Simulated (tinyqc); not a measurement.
Trap density from one capacitance.

Problem. Traps spread evenly through the insulator exchange electrons with the semiconductor by tunnelling, with tau(x) = t0 exp(2 ka x) at depth x from the interface. The admittance per area Y seen at depth x obeys dY/dx = -Y^2/(i w eps0 eox) + q Nb ln(1 + i w tau)/tau, with Y(0) = i w Cs and w = 2 pi f; the gate sees Y(tox) = G + i w C. Working variable y = Y/(i w), in uF/cm^2. Cox = eps0 eox/tox. Find Nb and G/w.

Parameters, values chosen for the exercise:
- eox = 19.9 (relative permittivity of the insulator)
- tox = 6.7 nm (insulator thickness)
- Cs = 2.8 uF/cm^2 (semiconductor capacitance in accumulation)
- ka = 3.5 1/nm (decay constant of the wave function in the insulator)
- t0 = 4e-10 s (time constant of a trap at the interface)
- f = 10000 Hz (frequency)

Constants: q = 1.602176634e-19 C, eps0 = 8.8541878128e-14 F/cm where lengths are in cm. Results are converted to the units shown.

C = 1.8478049 uF/cm^2

Answer. C rises steadily with Nb, so one density matches; in practice ka and t0 must come from the frequency dependence.

Nb = 8.30e19 cm^-3 eV^-1
G/w = 0.0668 uF/cm^2

tinyqc, about 0.4 s, one thread, Intel Xeon 2.30GHz (shared host): `OMP_NUM_THREADS=1 python tinyqc.py 2202004 2202005 out.jsonl`
